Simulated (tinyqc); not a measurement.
Size effects in the resistivity of thin metal films and interconnect lines. From one set of inputs to another, one input at a time. Computed by tinyqc, a small Python program. Command: `OMP_NUM_THREADS=1 python tinyqc.py 3027970 3027971 out.jsonl size ladder`. One thread of a shared host (Intel(R) Xeon(R) Processor @ 2.30GHz), about 0.01 s of CPU time with the checks.

Electrons lose their drift at surfaces (a share 1 - p of the hits) and at grain boundaries (reflection R), besides bulk scattering. The line sits in a trench with a non-conducting liner on both walls and the bottom; the spacing equals the drawn width.

The inputs printed are set A. Set A is modelled on platinum; the values taken over come from a set modelled on aluminium. Inputs not listed in the table keep their values of set A, so the rows need not describe a real material.

Inputs (values chosen for the exercise, modelled on platinum):
```
quantity                          value         unit
bulk resistivity rho_b             10.7  microohm cm
bulk mean free path lambda         7.08           nm
specularity p                         0            -
grain-boundary reflection R        0.23            -
drawn line width w                   35           nm
grain size over metal width         1.6            -
aspect ratio (height over width)    1.2            -
liner thickness t                   0.5           nm
line length                          44   micrometre
permittivity of the dielectric k    3.6            -
```

Geometry: line.

Constants: eps_0 = 8.8541878128e-12 F/m.

Method:
- Metal width w_m = w - 2t, height h_m = (aspect ratio) w - t, grain size D = (ratio) w_m.
- Mayadas-Shatzkes: alpha = (lambda/D) R/(1 - R); rho_b/rho = 1 - 3 alpha/2 + 3 alpha^2 - 3 alpha^3 ln(1 + 1/alpha).
- Fuchs-Sondheimer film: rho_b/rho = 1 - (3/(2 kappa))(1 - p) int_0^1 (s - s^3)(1 - exp(-kappa/s))/(1 - p exp(-kappa/s)) ds, f = rho/rho_b, kappa = thickness/lambda, 80 Gauss-Legendre points.
- Line: the excess of a film of thickness w_m and of a film of thickness h_m are added, rho/rho_b = 1 + (f(w_m) - 1) + (f(h_m) - 1), an estimate that holds best when both sides exceed lambda.
- Total: rho = rho_b [1 + surface excess + grain excess]; resistance per length rho/(w_m h_m); capacitance per length C = 2 k eps_0 (aspect ratio + 1/2), a parallel-plate estimate for two neighbours plus a fixed term for the planes above and below; delay 0.38 R C L^2; effective resistivity per drawn area.

Each row keeps all changes above it; columns: (1) input moved; (2) from; (3) to; (4) effective resistivity per drawn area (microohm cm); (5) rho/rho_b from surfaces; (6) rho/rho_b from grains:
```
(1)                                    (2)   (3)     (4)     (5)     (6)
set A                                    -     -  13.493  1.1530  1.0575
line length (micrometre)                44    33  13.493  1.1530  1.0575
aspect ratio (height over width)       1.2   2.2  13.061  1.1206  1.0575
permittivity of the dielectric k       3.6   2.5  13.061  1.1206  1.0575
bulk resistivity rho_b (microohm cm)  10.7  2.75   3.357  1.1206  1.0575
drawn line width w (nm)                 35   140   2.892  1.0282  1.0142
bulk mean free path lambda (nm)       7.08    19   3.095  1.0777  1.0379
grain-boundary reflection R           0.23  0.18   3.067  1.0777  1.0279
```

Where does the difference come from?

Effective resistivity per drawn area goes from 13.5 to 3.07, a factor 0.227 in all. The largest single move comes from bulk resistivity rho_b (a factor 0.257). rho/rho_b from surfaces goes from 1.15 to 1.08, a factor 0.935 in all. The largest single move comes from drawn line width w (a factor 0.918), and bulk mean free path lambda works against it (a factor 1.05). rho/rho_b from grains goes from 1.06 to 1.03, a factor 0.9720 in all. The largest single move comes from drawn line width w (a factor 0.959), and bulk mean free path lambda works against it (a factor 1.023). The single moves hold for this order of the switches; the total does not depend on the order.

Extremes, crossings and ranges named in words are read from the listed rows.
